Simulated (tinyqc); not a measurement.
## Traps spread exponentially in energy

For traps of total density Nt spread as exp(-E/kB Tc) below the band edge, with l = Tc/T: J = q mu Nc [eps0 eps_r l/(q Nt (l + 1))]^l [(2 l + 1)/(l + 1)]^(l + 1) V^(l + 1)/L^(2 l + 1). It needs trapped charge far above free charge, so only rows below a fifth of the trap-free current (9/8) eps0 eps_r mu V^2/L^3 are listed.

Values chosen for this exercise:
```
symbol   value        unit                 meaning
eps_r        4               relative permittivity
mu       0.039  cm^2/(V s)                mobility
L           75          nm               thickness
Nc      1.2e19       cm^-3  band density of states
Nt      1.9e18       cm^-3            trap density
V            6           V                 voltage
```

Constants: q = 1.602176634e-19 C, eps0 = 8.8541878128e-14 F/cm where lengths are in cm. Results are converted to the units shown.

Traps spread exponentially in energy:
```
l    exponent of V  exponent of 1/L  J (A/cm^2)
4            5.000            9.000       110.1
4.8          5.800            10.60       35.69
5.7          6.700            12.40       10.08
6.5          7.500            14.00       3.286
7.3          8.300            15.60       1.072
8.2          9.200            17.40      0.3044
9            10.00            19.00     0.09948
```

What does the table show?

J falls from 110 to 0.0995 A/cm^2 at V = 6 V, well below q Nt L^2/(2 eps0 eps_r) = 24.2 V, near which the curves for different l come together. A slope above 2 on a log-log plot gives l, and its change with temperature tests the model.

Computed by the program tinyqc: `OMP_NUM_THREADS=1 python tinyqc.py 2370172 2370173 out.jsonl`, one thread of a shared Intel Xeon 2.30GHz, about 0.01 s for the whole run.
